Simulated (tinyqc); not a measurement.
Exchange-only LDA atom on a uniform radial grid, spin-unpolarised, for Li+, step by step. Computed by tinyqc, a small Python program that keeps every step. Settings: Z = 3, points = 256, R = 6.1, functional = Slater exchange alone, mixing = 0.4, iteration cap = 85. Command: `OMP_NUM_THREADS=1 python tinyqc.py 31312 31313 out.jsonl` (the two numbers bound the seeds that draw the settings). One thread of a shared host (Intel(R) Xeon(R) Processor @ 2.60GHz), about 0.3 s of CPU time with the checks. Later iterations appear only in the table of the cycle.

## Iteration 1

Spherical atom on a uniform radial grid r_j = j h with h = R/(N + 1), h sum u^2 = 1 and integrals as h times sums, u(0) = u(R) = 0 (atomic units):
```
parameter           value
Z                       3
points N              256
R                6.100000
h                0.023735
mixing           0.400000
electrons in 1s         2
```

Three-point differences turn -u''/2 + [l(l+1)/2r^2 - Z/r + V] u = e u into a tridiagonal matrix (diagonal 1/h^2 + potential, off-diagonal -1/2h^2). D = sum f u^2; the Hartree potential y/r solves y'' = -D/r with y(0) = 0, y(R) = N_e; v_xc comes from rho = D/(4 pi r^2); E = sum f e - int D V + int D (V_H/2 + eps_xc); V(new) = V + mixing (V_H + v_xc - V).

eigenvalues (hartree): 1s -4.494310

Every 16th grid point:
```
r             V in     u(1s)         D       V_H       v_xc
0.379767  0.000000  1.262714  3.188895  4.111740  -1.188838
0.759533  0.000000  0.809023  1.309036  2.542433  -0.556596
1.139300  0.000000  0.388756  0.302263  1.747099  -0.260590
1.519066  0.000000  0.166051  0.055146  1.315788  -0.122004
1.898833  0.000000  0.066493  0.008843  1.053199  -0.057120
2.278599  0.000000  0.025561  0.001307  0.877724  -0.026743
2.658366  0.000000  0.009553  0.000183  0.752341  -0.012521
3.038132  0.000000  0.003498  0.000024  0.658299  -0.005862
3.417899  0.000000  0.001261  3.18e-06  0.585155  -0.002744
3.797665  0.000000  0.000449  4.03e-07  0.526639  -0.001285
4.177432  0.000000  0.000158  5.00e-08  0.478763  -0.000602
4.557198  0.000000  0.000055  6.10e-09  0.438866  -0.000282
4.936965  0.000000  0.000019  7.33e-10  0.405107  -0.000132
5.316732  0.000000  0.000007  8.54e-11  0.376171  -0.000061
5.696498  0.000000  2.04e-06         0  0.351093  -0.000027
6.076265  0.000000  9.75e-08         0  0.329150   0.000000
```

total energy = -6.84738845 hartree

## Iteration 2

As before.

eigenvalues (hartree): 1s -3.436439

Every 16th grid point:
```
r             V in     u(1s)         D       V_H       v_xc
0.379767  1.169161  1.225671  3.004539  3.982004  -1.165472
0.759533  0.794335  0.839961  1.411069  2.514242  -0.570697
1.139300  0.594604  0.441113  0.389162  1.742165  -0.283491
1.519066  0.477514  0.208291  0.086770  1.315009  -0.141904
1.898833  0.398431  0.092896  0.017259  1.053082  -0.071385
2.278599  0.340393  0.039990  0.003198  0.877707  -0.036040
2.658366  0.295928  0.016807  0.000565  0.752339  -0.018246
3.038132  0.260975  0.006942  0.000096  0.658299  -0.009258
3.417899  0.232964  0.002830  0.000016  0.585155  -0.004705
3.797665  0.210142  0.001142  2.61e-06  0.526639  -0.002395
4.177432  0.191265  0.000457  4.17e-07  0.478763  -0.001220
4.557198  0.175434  0.000181  6.58e-08  0.438866  -0.000622
4.936965  0.161990  0.000071  1.02e-08  0.405107  -0.000317
5.316732  0.150444  0.000028  1.52e-09  0.376171  -0.000160
5.696498  0.140426  0.000010  1.82e-10  0.351093  -0.000075
6.076265  0.131660  4.78e-07         0  0.329150   0.000000
```

total energy = -6.94867881 hartree

## Iteration 3

As before.

eigenvalues (hartree): 1s -2.851812

Every 16th grid point:
```
r             V in     u(1s)         D       V_H       v_xc
0.379767  1.828109  1.201176  2.885646  3.898648  -1.149892
0.759533  1.254019  0.854814  1.461412  2.493614  -0.577405
1.139300  0.940232  0.472646  0.446789  1.737956  -0.296845
1.519066  0.755750  0.236773  0.112123  1.314225  -0.154561
1.898833  0.631738  0.112580  0.025348  1.052943  -0.081142
2.278599  0.540902  0.051852  0.005377  0.877684  -0.042854
2.658366  0.471194  0.023379  0.001093  0.752335  -0.022737
3.038132  0.416201  0.010383  0.000216  0.658298  -0.012108
3.417899  0.371958  0.004559  0.000042  0.585155  -0.006466
3.797665  0.335783  0.001984  0.000008  0.526639  -0.003461
4.177432  0.305776  0.000857  1.47e-06  0.478763  -0.001856
4.557198  0.280558  0.000368  2.71e-07  0.438866  -0.000997
4.936965  0.259110  0.000157  4.90e-08  0.405107  -0.000535
5.316732  0.240671  0.000065  8.46e-09  0.376171  -0.000283
5.696498  0.224663  0.000024  1.14e-09  0.351093  -0.000139
6.076265  0.210656  1.23e-06         0  0.329150  -0.000018
```

total energy = -6.98323462 hartree

## Convergence

Stop when input and output potentials agree to 1e-7.

Course of the cycle (hartree):
```
iteration            E      e(1s)  largest |V(out) - V(in)|
1          -6.84738845  -4.494310                  3.65e+00
2          -6.94867881  -3.436439                  1.98e+00
3          -6.98323462  -2.851812                  1.06e+00
4          -6.99396411  -2.528052                  5.68e-01
5          -6.99708266  -2.348166                  3.05e-01
6          -6.99795346  -2.247781                  1.65e-01
7          -6.99819187  -2.191471                  9.07e-02
8          -6.99825684  -2.159707                  5.06e-02
9          -6.99827465  -2.141688                  2.86e-02
10         -6.99827961  -2.131409                  1.64e-02
11         -6.99828102  -2.125515                  9.44e-03
...                ...        ...                       ...
23         -6.99828161  -2.117411                  1.68e-05
24         -6.99828161  -2.117405                  1.00e-05
25         -6.99828161  -2.117402                  5.96e-06
26         -6.99828161  -2.117400                  3.55e-06
27         -6.99828161  -2.117399                  2.12e-06
28         -6.99828161  -2.117398                  1.26e-06
29         -6.99828161  -2.117398                  7.52e-07
30         -6.99828161  -2.117397                  4.49e-07
31         -6.99828161  -2.117397                  2.68e-07
32         -6.99828161  -2.117397                  1.60e-07
33         -6.99828161  -2.117397                  9.53e-08
```

Converged in 33 iterations. A uniform grid resolves the cusp poorly: for a bare nucleus this grid gives 1s at -4.49431 against -Z^2/2 = -4.5 hartree. Before convergence this energy mixes input and output and is not variational, so it may rise towards its limit.
